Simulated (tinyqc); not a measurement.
Mesh size and shift: special k points of the fcc lattice.

Lattice vectors in units of a: a1 = (0, 1/2, 1/2), a2 = (1/2, 0, 1/2), a3 = (1/2, 1/2, 0); reciprocal vectors b_i with a_i . b_j = 2 pi delta_ij. Mesh: k = sum_i f_i b_i with f_i = (2 j_i + shift)/(2 N), j_i = 0 .. N-1. The point group of the lattice has 48 operations; only those that map the mesh onto itself are used.

A_m(k) = sum over the m-th star of lattice vectors R of cos(k . R), stars in order of length: m = 1: |R|^2 = 0.5, 12 vectors, such as (1, 0, 0) in the basis a_i; m = 2: |R|^2 = 1, 6 vectors, such as (1, 1, -1) in the basis a_i; m = 3: |R|^2 = 1.5, 24 vectors, such as (2, 0, -1) in the basis a_i; m = 4: |R|^2 = 2, 12 vectors, such as (2, 0, 0) in the basis a_i; m = 5: |R|^2 = 2.5, 24 vectors, such as (2, 1, -1) in the basis a_i; m = 6: |R|^2 = 3, 8 vectors, such as (3, -1, -1) in the basis a_i. The zone mean of every A_m is zero.

Test function, the lower band of a two-band insulator: E(k) = -sqrt(D^2 + (e0 - t A_1(k))^2).
Inputs chosen for the exercise: D = 1.67 eV (half gap term); t = 0.43 eV (coupling); e0 = 2.2 eV (offset).

Errors of the mean of E against the unshifted mesh with N = 24. The fifth column is |R|^2 of the shortest star with a non-zero mean.

Meshes:
```
mesh       points  irreducible  operations  |R|^2 missed  error (meV)
1 Gamma         1            1          48          0.50     -365.147
1 shifted       1            1          12          1.00      271.409
2 Gamma         8            3          48          2.00     -370.232
2 shifted       8            2          12          4.00       -9.249
3 Gamma        27            4          48          4.50       10.738
3 shifted      27            6          12          9.00        0.248
4 Gamma        64            8          48          8.00        6.397
4 shifted      64           10          12         16.00        0.194
5 Gamma       125           10          48         12.50       -2.548
5 shifted     125           19          12           >16       -0.113
6 Gamma       216           16          48           >16        0.204
6 shifted     216           28          12           >16        0.041
```

reference mean = -3.03346 eV

The shifted mesh has the smaller error for 6 of 6 values of N and the larger for 0. The cheapest mesh within 1 meV is 3 shifted, with 6 irreducible points. A mesh misses the lattice vectors N (n1 a1 + n2 a2 + ...); the half shift gives each the sign (-1)^(n1 + n2 + ...), so the 12 shortest ones add up to 0 in place of 12: they cancel. The shift lowers the symmetry; it leaves more irreducible points for N = 3, 4, 5 and 6; it leaves fewer irreducible points for N = 2.

(tinyqc, `OMP_NUM_THREADS=1 python tinyqc.py 1680828 1680829 out.jsonl`, Intel(R) Xeon(R) Processor @ 2.30GHz, 1 thread, shared host, about 0.2 s.)
